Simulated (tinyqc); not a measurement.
Two-dimensional electron gas with Rashba and Dresselhaus coupling, step by step. Values are carried at full precision from step to step, so a last printed digit may differ when a step is redone from the rounded ones.

H = c k^2/m + al (ky sx - kx sy) + b1 (kx sx - ky sy) + gam kx ky (kx sy - ky sx), s the Pauli matrices, x = [100], c = hbar^2/2m0, b1 = gam (pi/L)^2 (hard walls). H = c k^2/m + B.s, so E = c k^2/m -/+ |B| and the lower state has its spin along -B.

Constants: hbar^2/2m0 = 3.80998211 eV angstrom^2; hbar = 6.58211957e-16 eV s.

Parameters, chosen for this exercise (of the size met in InSb; the results hold for these values, not for the real material): m = 0.0132 m0 (mass); al = 0.6 eV angstrom (Rashba constant); gam = 0 eV angstrom^3 (bulk Dresselhaus constant); L = 171 angstrom (width of the (001) well); n = 6.3 1e11/cm^2 (sheet density (one subband filled)); phi = 135 degrees (angle of k from [100]).

## Scales

b1; mean Fermi wave vector k0 = sqrt(2 pi n) (1e11/cm^2 = 1e-5/angstrom^2); E0 = c k0^2/m; b3 = gam k0^2/4; kR = al m/(2c) and ER = al kR/2, the shift and depth of a pure Rashba band.

b1 = 0 eV angstrom
k0 = 0.019896 1/angstrom
E0 = 114.253 meV
b3 = 0 eV angstrom
kR = 0.001039 1/angstrom
ER = 0.3118 meV

There is no Dresselhaus term; kR is 5.2 % of k0.

## Spin-orbit field at one point of the Fermi circle

k = k0 (cos phi, sin phi). Form B, the splitting 2|B| and the direction of the lower spin, atan2(-By, -Bx).

Bx, By (meV): 8.4410  8.4410

splitting = 23.8749 meV
direction of the lower spin = -135.0 degrees

## The matrix

H = [[E0, Bx - i By], [Bx + i By, E0]] in meV; diagonalise. Precession period h/(2|B|) = 2 pi hbar/(splitting).

H (meV):
```
                  up            down
up          114.2535  8.4410-8.4410i
down  8.4410+8.4410i        114.2535
```

levels (meV): 102.3160  126.1909

period = 0.173 ps

## The two wave vectors at the energy E0 along this direction

Solve c k^2/m -/+ |B(k)| = E0. The spin turns by (k_outer - k_inner) per length, so a half turn takes pi/(difference).

k (1/angstrom): outer 0.020962, inner 0.018884

difference = 0.002079 1/angstrom
length of a half turn = 151.1 nm

For linear terms alone the difference is (m/c)|B|/k, whatever the energy: every electron along this direction turns alike, the basis of the spin transistor.

## Checks

- Difference of the Fermi wave vectors without Dresselhaus terms against al m/c: both 0.0020787.

Run: tinyqc, `OMP_NUM_THREADS=1 python tinyqc.py 1482895 1482896 out.jsonl`; Intel(R) Xeon(R) Processor @ 2.30GHz, one thread, shared host; about 0.01 s of CPU time with all checks.
